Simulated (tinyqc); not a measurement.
Hubbard chain of 6 sites, step by step. One step of it, computed by the program tinyqc.

Task: Mean-field iteration 3. H(up) = T + U n(down), H(down) = T + U n(up); fill the lowest levels; n(new) = n + mixing (n(out) - n); E = tr T (rho up + rho down) + U sum n_up n_down of the output.

one-body matrix (hopping and site energies) (eV), order 1, 2, 3, 4, 5, 6:
```
[[0.190000, -0.990000, 0.000000, 0.000000, 0.000000, 0.000000],
 [-0.990000, 0.630000, -0.990000, 0.000000, 0.000000, 0.000000],
 [0.000000, -0.990000, 0.380000, -0.990000, 0.000000, 0.000000],
 [0.000000, 0.000000, -0.990000, -0.760000, -0.990000, 0.000000],
 [0.000000, 0.000000, 0.000000, -0.990000, -0.360000, -0.990000],
 [0.000000, 0.000000, 0.000000, 0.000000, -0.990000, -0.240000]]
```

U = 3.700000 eV

electrons, up and down: [3, 3]

mixing = 0.500000

n(up) after iteration 2: [0.946887, 0.086515, 0.882087, 0.127830, 0.899475, 0.057206]

n(down) after iteration 2: [0.068370, 0.885667, 0.085058, 0.925235, 0.098214, 0.937455]

Give: levels, up; levels, down; energy; n(up) after iteration 3; n(down) after iteration 3.

Result:

levels, up (eV): [-0.6551, -0.0150, 0.4291, 3.0743, 3.6429, 4.4639]

levels, down (eV): [-0.8947, -0.2084, 0.4221, 3.4118, 3.8247, 4.3844]

energy = -2.6952 eV

n(up) after iteration 3: [0.9443, 0.0964, 0.8659, 0.1457, 0.8875, 0.0602]

n(down) after iteration 3: [0.0727, 0.8706, 0.0958, 0.9166, 0.1106, 0.9336]
